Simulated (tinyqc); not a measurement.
# From failure time at T back to thickness d

Model: permeation of metal atoms or ions through a thin barrier or dielectric: time lag, field-aided drift and lifetime. Computed by tinyqc, a small Python program. Command: `OMP_NUM_THREADS=1 python tinyqc.py 3028423 3028424 out.jsonl barrier inv`. One thread of a shared host (Intel(R) Xeon(R) Processor @ 2.30GHz), about 0.08 s of CPU time with the checks.

The film 0 < x < d is empty at first; C = C0 at x = 0 and C = 0 at x = d. dC/dt = D d2C/dx2 - v dC/dx with drift v = D z e V/(k_B T d) (uniform field, no space charge).

Inputs (values chosen for the exercise, for a model case: singly charged ions through a dielectric):
```
quantity                                   value    unit
prefactor D0                             7.3e-05  cm^2/s
activation energy E                          1.2      eV
concentration at the source side C0      2.1e+14  1/cm^3
charge number z                                1       -
voltage V (positive drives ions across)    0.044       V
critical dose Q_c                          1e+07  1/cm^2
test temperature T                           200       C
use temperature T_u                          100       C
```

Constants: k_B = 8.617333262e-05 eV/K.

Method:
- D = D0 exp(-E/(k_B T)); time scale d^2/D; Peclet number P = z V/(k_B T), k_B T in eV; 1 nm = 1e-7 cm.
- Temperatures in kelvin are T(C) + 273.15.
- Steady flux J = (D C0/d) P/(1 - exp(-P)); time lag in units of d^2/D: s_L = [P (1 + exp(-P))/(1 - exp(-P)) - 2]/P^2 (P = 0: J = D C0/d, s_L = 1/6).
- Dose through the film Q(s) = C0 d {f (s - s_L) - 2 exp(P/2) sum_(n=1..200) (-1)^n n^2 pi^2 exp(-l_n s)/l_n^2}, l_n = n^2 pi^2 + P^2/4, f = P/(1 - exp(-P)) the relative flux.
- Solve Q = Q_c for s. At the use temperature D and P take T_u, with the same C0 and V; 1 year = 3.15576e7 s.

Question. A run gave the result below. Find the thickness d, known to lie between 31 and 46 nm.

failure time at T = 97312.11 s

Answer.

Each step takes the trial c = (a f_b - b f_a)/(f_b - f_a), f being the result less the target and a, b, c the logarithms of the listed values; c replaces end b, the old b replaces a if the sign of f changed, and otherwise f_a is halved.

Scan of the range:
```
thickness d (nm)  failure time at T (s)
31.0                              82897
33.1                              92814
35.4                             104234
37.8                             116768
40.3                             130485
43.1                             146639
46.0                             164242
```

False position (Illinois rule, in the logarithm of the input) inside the bracket:
```
step    end a    end b    trial  failure time at T (s)
1     33.1000  35.4000  33.9875                97151.8
2     35.4000  33.9875  34.0189                97306.6
3     35.4000  34.0189  34.0210                97317.3
4     34.0189  34.0210  34.0200                97312.1
5     34.0210  34.0200  34.0200                97312.1
```

Failure time at T rises at every point of a 13-point scan of the range (every second point is shown), so one value fits; it is bracketed by 33.1 and 35.4. Answer: thickness d = 34.02 nm.

Caution: grain boundaries, pinholes, trapping and space charge are left out; thin real barriers usually fail at defects.
